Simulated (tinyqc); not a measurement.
What moves the results: virtual-crystal alloy A(1-x)B(x) in sp3s* tight binding. A value that a table varies takes the place of the one given here.

sp3s* tight binding, nearest neighbours only: anion (a) at 0, cation (c) at a/4 (1,1,1), orbitals s, px, py, pz, s* on each; k in units of 2 pi/a. With phases e_j = exp(i (pi/2) k.n_j) for n = (1,1,1), (1,-1,-1), (-1,1,-1), (-1,-1,1): g0 = (e1+e2+e3+e4)/4, g1 = (e1+e2-e3-e4)/4, g2 = (e1-e2+e3-e4)/4, g3 = (e1-e2-e3+e4)/4. The diagonal holds the levels Esa, Epa, Exa (s*) and Esc, Epc, Exc. Anion-cation block: <sa|sc> = Vss g0; <sa|xc> = Vsapc g1; <xa|sc> = -Vscpa g1; <xa|xc> = Vxx g0; <xa|yc> = <ya|xc> = Vxy g3, <xa|zc> = <za|xc> = Vxy g2, <ya|zc> = <za|yc> = Vxy g1; <s*a|xc> = Vxapc g1; <xa|s*c> = -Vpaxc g1; y and z take g2 and g3 in place of g1; s-s* and s*-s* vanish.

Virtual crystal: a(x) = (1 - x) aA + x aB (Vegard); the six levels are averaged linearly; the seven couplings follow Harrison's rule, V(x) a(x)^2 = (1 - x) V_A aA^2 + x V_B aB^2. No spin-orbit coupling and no disorder. Gaps are measured from the top of the valence band at Gamma; the Delta value is the minimum on (kx,0,0) for kx from 0.5 to 1.

Parameters, chosen for this exercise (A near a published set for Si, B for Ge; such sets place X and L only to about 0.5 eV; the results hold for these values, not for the real material): aA = 5.436 angstrom (lattice constant of A); aB = 5.659 angstrom (of B); pA = (-4.187, 1.711, -4.187, 1.711, 6.692, 6.692, -8.3, 1.709, 4.591, 5.708, 5.708, 5.355, 5.355) eV (order Esa, Epa, Esc, Epc, Exa, Exc, Vss, Vxx, Vxy, Vsapc, Vscpa, Vxapc, Vpaxc); pB = (-5.889, 1.605, -5.889, 1.605, 6.403, 6.403, -6.763, 1.607, 4.897, 5.455, 5.455, 5.219, 5.219) eV (the same for B); x = 0.19 (fraction of B).

## Gaps across the alloy

Bowing b from E(x) = (1 - x) E(0) + x E(1) - b x (1 - x), taken at x = 0.5.

Gaps (eV):

| x | a (angstrom) | Gamma | Delta | L |
|---|---|---|---|---|
| 0.000 | 5.4360 | 3.4180 | 1.1753 | 2.4940 |
| 0.125 | 5.4639 | 3.3913 | 1.1281 | 2.2649 |
| 0.250 | 5.4917 | 3.2800 | 1.0805 | 2.0386 |
| 0.375 | 5.5196 | 2.8703 | 1.0325 | 1.8154 |
| 0.500 | 5.5475 | 2.4643 | 0.9842 | 1.5954 |
| 0.625 | 5.5754 | 2.0619 | 0.9356 | 1.3789 |
| 0.750 | 5.6033 | 1.6631 | 0.8866 | 1.1660 |
| 0.875 | 5.6311 | 1.2679 | 0.8373 | 0.9569 |
| 1.000 | 5.6590 | 0.8760 | 0.7877 | 0.7517 |

bowing (eV): Gamma -1.269, Delta -0.011, L 0.110

The lowest valley changes from the Delta line to L near x = 0.97 (linear estimate between rows). The bowing is -1.269 (Gamma), -0.011 (Delta) and +0.110 eV (L); a positive value means that the gap sags below the straight line. At Gamma the lowest empty level is s-like at one end and p-like at the other, so that column has a kink and its b is no true bowing. The virtual crystal leaves out the part of the bowing that comes from disorder and bond relaxation, and this model places the Delta and L valleys only roughly, so crossings, or their absence, can differ from those of the real alloy.

## Two ways to average the couplings

The gaps with the 1/a^2 rule and with a plain linear average of all thirteen parameters.

Gaps (eV):

| x | Gamma | Delta | L | Gamma, linear | Delta, linear | L, linear |
|---|---|---|---|---|---|---|
| 0.10 | 3.3966 | 1.1376 | 2.3105 | 3.3976 | 1.1379 | 2.3153 |
| 0.25 | 3.2800 | 1.0805 | 2.0386 | 3.3022 | 1.0811 | 2.0486 |
| 0.50 | 2.4643 | 0.9842 | 1.5954 | 2.4935 | 0.9852 | 1.6086 |
| 0.75 | 1.6631 | 0.8866 | 1.1660 | 1.6847 | 0.8874 | 1.1758 |
| 0.90 | 1.1892 | 0.8274 | 0.9156 | 1.1995 | 0.8278 | 0.9202 |

At x = 0.5 the two rules differ by -29.2 (Gamma), -1.0 (Delta) and -13.2 meV (L), with lattice constants 4.10 % apart: in terms of bowing, b = 4 times the sag at x = 0.5, the rule adds +0.117, +0.004 and +0.053 eV. The ends x = 0 and 1 are the same under both rules.

## Composition and lattice constants

Gaps of the alloy. Each row changes one parameter from the base and keeps the others.

Results:

| case | gap Gamma (eV) | gap Delta (eV) | gap L (eV) | kx of the Delta minimum |
|---|---|---|---|---|
| base | 3.3775 | 1.1034 | 2.1468 | 0.744 |
| x = 0.24 | 3.3129 | 1.0843 | 2.0566 | 0.748 |
| aA = 5.327 angstrom | 3.3773 | 1.1032 | 2.1435 | 0.744 |
| aB = 5.772 angstrom | 3.3773 | 1.1032 | 2.1436 | 0.744 |

The largest shifts from the base row, up to three for each result and ties (the steps differ in size, so this ranks the rows, not the parameters). gap Gamma (eV): x -0.0646, aA -0.0002, aB -0.0002. gap Delta (eV): x -0.0191, aA -0.0002, aB -0.0002. gap L (eV): x -0.0903, aA -0.0033, aB -0.0032. kx of the Delta minimum: x +0.004; unchanged at the printed digits by aA and aB. The lattice constants enter only through the weights of the couplings.

Computed by tinyqc, a small Python program: `OMP_NUM_THREADS=1 python tinyqc.py 1482274 1482275 out.jsonl` (the numbers bound the seed that draws the inputs); one thread of a shared host (Intel(R) Xeon(R) Processor @ 2.30GHz), about 0.2 s for the whole set of steps.
